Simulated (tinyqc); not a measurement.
Inside a calculation. Model: modulation-doped quantum well, Poisson-Schroedinger loop with local exchange and correlation.

Numbers from tinyqc (`OMP_NUM_THREADS=1 python tinyqc.py 2140054 2140055 out.jsonl`; about 0.2 s on one thread of a shared Intel Xeon 2.30GHz). Printed values are rounded.

A well of width L centred at z = 0 between barriers Vb; effective-mass electrons, parabolic bands. The electrons come from donor sheets outside the mesh, a share fL of Ns on the left and the rest on the right, so the structure is neutral. Energies are counted from the band edge of the well, with U = 0 on the first node in the Hartree part.

Values chosen for this exercise; material values close to those of GaAs in AlGaAs:

| symbol | value | unit | meaning |
|---|---|---|---|
| T | 4.2 | K | temperature |
| md | 0.0663 | m0 | in-plane mass |
| Vb | 0.254 | eV | barrier height |
| eps_r | 12.9 |  | relative permittivity (all layers) |
| L | 12 | nm | well width |
| hz | 1.2 | nm | mesh step |
| Ns | 5.6e11 | cm^-2 | sheet density of electrons |
| fL | 1 |  | share of the donors on the left side |
| Fz | 0 | kV/cm | applied field along z |
| a | 0.3 |  | mixing factor |

Constants: q = 1.602176634e-19 C, kB = 1.380649e-23 J/K, hbar = 1.054571817e-34 J s, m0 = 9.1093837015e-31 kg, Vt = kB T/q, eps0 = 8.8541878128e-14 F/cm where lengths are in cm, hbar^2/(2 m0) = 0.0380998212 eV nm^2. Results are converted to the units shown.

## Fixed part of the potential

z, node 1 to 16 (nm): [-9, -7.8, -6.6, -5.4, -4.2, -3, -1.8, -0.6, 0.6, 1.8, 3, 4.2, 5.4, 6.6, 7.8, 9]

V0 = 0 in the well and Vb outside, plus q Fz z (1 kV/cm = 1e-4 eV/nm).

fixed potential V0, node 1 to 16 (eV): [0.254000, 0.254000, 0.254000, 0.000000, 0.000000, 0.000000, 0.000000, 0.000000, 0.000000, 0.000000, 0.000000, 0.000000, 0.000000, 0.254000, 0.254000, 0.254000]

## Round 1: levels and probability densities

self-consistent potential U at the start, node 1 to 16 (eV): [0, 0, 0, 0, 0, 0, 0, 0, 0, 0, 0, 0, 0, 0, 0, 0]
mass on the intervals 1/2, 3/2, ... (mean of both at an interface) (m0): [0.0942, 0.0942, 0.0942, 0.08, 0.0658, 0.0658, 0.0658, 0.0658, 0.0658, 0.0658, 0.0658, 0.0658, 0.0658, 0.08, 0.0942, 0.0942, 0.0942]

Tridiagonal Hamiltonian with psi = 0 one step beyond both ends: H_ii = C (1/m_(i-1/2) + 1/m_(i+1/2))/hz^2 + V0_i + U_i, H_(i,i+1) = -C/(m_(i+1/2) hz^2), C = hbar^2/(2 m0). The lowest 2 level(s) are kept, normalised to hz sum |psi|^2 = 1.

levels (eV): E1 0.0223713, E2 0.0891706
|psi|^2 of E1, node 1 to 16 (1/nm): [0.000125, 0.001000, 0.006104, 0.029703, 0.057719, 0.086898, 0.110836, 0.124281, 0.124281, 0.110836, 0.086898, 0.057719, 0.029703, 0.006104, 0.001000, 0.000125]
|psi|^2 of E2, node 1 to 16 (1/nm): [0.000725, 0.004852, 0.023488, 0.090384, 0.126161, 0.109544, 0.054457, 0.007055, 0.007055, 0.054457, 0.109544, 0.126161, 0.090384, 0.023488, 0.004852, 0.000725]

## Round 1: Fermi level and occupations

Level k holds N_k = D_k Vt ln(1 + exp((EF - E_k)/Vt)) with D = md m0 q/(pi hbar^2) per eV (spin included); EF is fixed by sum N_k = Ns.

EF = 0.0425911 eV
N_k (cm^-2): E1 5.6e11, E2 1.28271e-46

## Round 1: density, output potential and mixing

n_i = sum_k N_k |psi_k|^2 (converted to cm^-3). Hartree part by Gauss: on the interval after node i the enclosed sheet charge is S_i = fL Ns - hz sum_(j<=i) n_j, and U_(i+1) = U_i + q S_i hz/(eps0 eps_r) in eV, U_1 = 0. Added to it: V_xc = -(2 Ry/(pi al rs)) [1 + 0.7734 (rs/21) ln(1 + 21/rs)] (Hedin-Lundqvist), al = (4/(9 pi))^(1/3), rs = (3/(4 pi n))^(1/3)/aB, aB = 4 pi eps0 eps_r hbar^2/(md m0 q^2), Ry = q/(8 pi eps0 eps_r aB) in eV. Mixing: U(new) = U + a (U(out) - U).

n, node 1 to 16 (in units of 1e17 cm^-3): [0.00702, 0.05600, 0.34184, 1.66335, 3.23227, 4.86629, 6.20684, 6.95972, 6.95972, 6.20684, 4.86629, 3.23227, 1.66335, 0.34184, 0.05600, 0.00702]
U(out), node 1 to 16 (eV): [-0.0013209, 0.0069917, 0.0146586, 0.0214050, 0.0288634, 0.0360847, 0.0427078, 0.0484530, 0.0531662, 0.0568473, 0.0596505, 0.0618554, 0.0638233, 0.0665033, 0.0682627, 0.0693764]
U after round 1, node 1 to 16 (eV): [-0.0003963, 0.0020975, 0.0043976, 0.0064215, 0.0086590, 0.0108254, 0.0128124, 0.0145359, 0.0159499, 0.0170542, 0.0178951, 0.0185566, 0.0191470, 0.0199510, 0.0204788, 0.0208129]

## Course of the self-consistent loop

Start from U = 0. Stop when the largest |U(out) - U| is below 1e-7 eV, or after 60 rounds. From round 2 on: Anderson mixing of depth m keeps the last m inputs V and residuals F = V(out) - V(in), fits c by least squares to F = dF c over their successive differences dF, dV, and sets V(new) = V + a F - (dV + a dF) c. Here m = 3.

Course of the iteration:
```
round  level E1 (eV)    EF (eV)  largest |U(out) - U| (eV)
1          0.0223713  0.0425911                     0.0694
2          0.0367136  0.0569334                     0.0463
3          0.0651131  0.0853329                    7.07e-4
4          0.0652955  0.0855154                    3.21e-4
5          0.0655330  0.0857529                    7.18e-6
6          0.0655325  0.0857524                    5.02e-6
7          0.0655323  0.0857521                    1.31e-7
8          0.0655323  0.0857521                    8.68e-8
```

Converged in 8 rounds.

## Converged levels, occupations and centroid

converged U, node 1 to 16 (eV): [-0.0017173, 0.0063560, 0.0137273, 0.0200562, 0.0272376, 0.0340694, 0.0401125, 0.0451313, 0.0490896, 0.0521090, 0.0544116, 0.0562676, 0.0579609, 0.0602570, 0.0617547, 0.0626876]

Solve for the levels with V0 + U, find EF, n_i = sum_k N_k |psi_k|^2 (in cm^-3); share of each level N_k/Ns; centroid sum n z/sum n.

levels (eV): E1 0.065532, E2 0.131656
EF = 0.0857521 eV
shares (%): E1 100.000, E2 0.000
n, node 1 to 16 (in units of 1e17 cm^-3): [0.01718, 0.12197, 0.65559, 2.87549, 4.98502, 6.53860, 7.18959, 6.94905, 6.03746, 4.74224, 3.33250, 2.02456, 0.97505, 0.18961, 0.02927, 0.00349]
centroid = -0.882609 nm

With 400 intervals across the well and the same walls, E2 - E1 = 68.95 meV and EF - E1 = 20.22 meV; this mesh gives 66.12 and 20.22 meV.
